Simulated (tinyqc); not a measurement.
Comparisons within one model: polytypes by hexagonality, and a cubic inclusion as a quantum well. A value that a table varies takes the place of the one given here.

Gap: E3 + (E2 - E3) h. Valence top Ev2 h and polarisation P2 h, both counted from 3C; Ec = Ev + gap.

A cubic inclusion of width L = N d in the host (h = 1) is a well of depth V = Ec(host) - Ec(3C). Square well with mass mismatch: k tan(k L/2) = (m_w/m_b) q, k = sqrt(m_w E/c), q = sqrt(m_b (V - E)/c), c = hbar^2/2m0, lowest root. The depth of the level, V - E, is its binding, and the transition to the valence top of the host is gap(host) - (V - E). The step in polarisation gives a field |F| = |P|/(eps eps0) in a thin inclusion, eps0 = 8.8541878e-12 F/m.

Constants: hbar^2/2m0 = 3.80998211 eV angstrom^2.

Inputs chosen for the exercise (of the order of those of InP; not measured data): E3 = 1.425 eV (gap of the cubic polytype); E2 = 1.497 eV (gap of 2H); Ev2 = 0.041 eV (valence top of 2H above that of 3C); P2 = -0.002 C/m^2 (spontaneous polarisation of 2H); m = (0.076, 0.084) m0 (electron mass along c in the cubic layer and in the host); d = 3.393 angstrom (thickness of a double layer); eps = 12.7 (dielectric constant); N = 6 (double layers in the cubic inclusion).

## Width of the inclusion

Without the field: square well. With it, the potential inside is |F| (z - L/2), the host conduction edge lies at V - |F| L/2 on one side and V + |F| L/2 on the other, and the lowest level E_F is found by finite differences (step 0.25 angstrom, wide box, good to about 1 meV). Holes sit in the host on the high side, so the transition is gap(host) - V + E_F - |F| L/2. A dash: bound by less than 2 meV or not at all.

Results:
```
N   L (angstrom)  depth (eV)  transition (eV)  depth below the low side, with field (eV)  transition with field (eV)
2           6.79       0.003            1.494                                          -                           -
4          13.57       0.011            1.486                                      0.002                       1.471
6          20.36       0.022            1.475                                      0.007                       1.453
10         33.93       0.043            1.454                                      0.018                       1.419
15         50.90       0.062            1.435                                      0.026                       1.381
20         67.86       0.075            1.422                                      0.029                       1.347
30        101.79       0.090            1.407                                      0.030                       1.286
```

How do the results move?

The square well binds a level even at N = 2 (3 meV), as any symmetric one-dimensional well does; the depth grows to 90 of 113 meV, and the transition tends to E3 - Ev(host) = 1.384 eV. With the field the level is bound by 2 meV or more for N = 4, 6, 10, 15, 20 and 30, and the transition is lowered by 15 meV at N = 4 and 121 meV at N = 30, where |F| L/2 = 91 meV. Free carriers or surface charge screen the field and the step between the two sides; with the field removed every row returns to its square-well depth, and the attraction to the hole, left out here, binds the electron further.

## What each parameter does

Well depth, depth of the level, transition without the field and field. Each row changes one parameter from the base and keeps the others.

Results:
```
case                   V (eV)  depth (eV)  transition (eV)  |F| (MV/cm)
base                   0.1130      0.0217           1.4753        0.178
N = 7                  0.1130      0.0272           1.4698        0.178
Ev2 = 0.071 eV         0.1430      0.0327           1.4643        0.178
E3 = 1.405 eV          0.1330      0.0288           1.4682        0.178
E2 = 1.527 eV          0.1430      0.0327           1.4943        0.178
P2 = -0.0026 C/m^2     0.1130      0.0217           1.4753        0.231
eps = 13.7             0.1130      0.0217           1.4753        0.165
m = (0.091, 0.084) m0  0.1130      0.0221           1.4749        0.178
```

How do the results move?

The largest shifts from the base row, up to three for each result and ties (the steps differ in size, so this ranks the rows, not the parameters). V (eV): Ev2 +0.0300, E2 +0.0300, E3 +0.0200; unchanged at the printed digits by N, P2, eps and m. depth (eV): Ev2 +0.0109, E2 +0.0109, E3 +0.0071; unchanged at the printed digits by P2 and eps. transition (eV): E2 +0.0191, Ev2 -0.0109, E3 -0.0071; unchanged at the printed digits by P2 and eps. |F| (MV/cm): P2 +0.053, eps -0.013; unchanged at the printed digits by N, Ev2, E3, E2 and m.

Run: tinyqc, `OMP_NUM_THREADS=1 python tinyqc.py 1851247 1851248 out.jsonl`; Intel(R) Xeon(R) Processor @ 2.30GHz, one thread, shared host; about 0.08 s of CPU time with all checks.
